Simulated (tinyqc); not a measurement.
What each parameter does: five-level k.p model folded onto the conduction band.

Second-order sums for the lowest conduction level at E: 1/m = 1 + Cm + (Ep/3)(2/E + 1/(E + Dso)) - (Ep2/3)(2/(E7 + D2 - E) + 1/(E7 - E)); g/2 = 1 + Cg - (Ep/3)(1/E - 1/(E + Dso)) - (Ep2/3)(1/(E7 - E) - 1/(E7 + D2 - E)). E is counted from the top of the valence band; E = Eg at the edge.

Inputs chosen for the exercise (near those of CdTe; not measured data):
- Eg = 1.568 eV (gap at Gamma to the s-like level)
- Dso = 0.896 eV (spin-orbit splitting)
- Ep = 19.3 eV (Kane energy)
- E7 = 5.43 eV (upper Gamma7 conduction level, from the valence top)
- D2 = 0.3 eV (its spin-orbit splitting, Gamma8 above Gamma7)
- Ep2 = 2.4 eV (Kane energy to the upper levels)
- Cm = -1 (remote term in 1/m)
- Cg = -0.02 (remote term in g/2)

Mass and g at E = Eg.

One parameter was then changed.

Results before and after:

| case | m (m0) | g |
|---|---|---|
| base | 0.09780 | -1.0538 |
| changed | 0.10755 | -0.6222 |

Which of these changes was made? (a) Ep2 = 2.16 eV; (b) E7 = 5.973 eV; (c) D2 = 0.33 eV; (d) Dso = 0.986 eV; (e) Ep = 17.37 eV; (f) Eg = 1.725 eV.

Answer: (f) Eg = 1.725 eV. Of the candidates, run in turn, only this one gives the changed row.

All candidates:

| case | m (m0) | g |
|---|---|---|
| base | 0.09780 | -1.0538 |
| Eg = 1.725 eV | 0.10755 | -0.6222 |
| Dso = 0.986 eV | 0.09869 | -1.2378 |
| Ep = 17.37 eV | 0.10937 | -0.7554 |
| E7 = 5.973 eV | 0.09713 | -1.0471 |
| D2 = 0.33 eV | 0.09777 | -1.0565 |
| Ep2 = 2.16 eV | 0.09724 | -1.0508 |

Computed by tinyqc, a small Python program: `OMP_NUM_THREADS=1 python tinyqc.py 1080737 1080738 out.jsonl` (the numbers bound the seed that draws the inputs); one thread of a shared host (Intel(R) Xeon(R) Processor @ 2.30GHz), about 0.01 s for the whole set of steps.
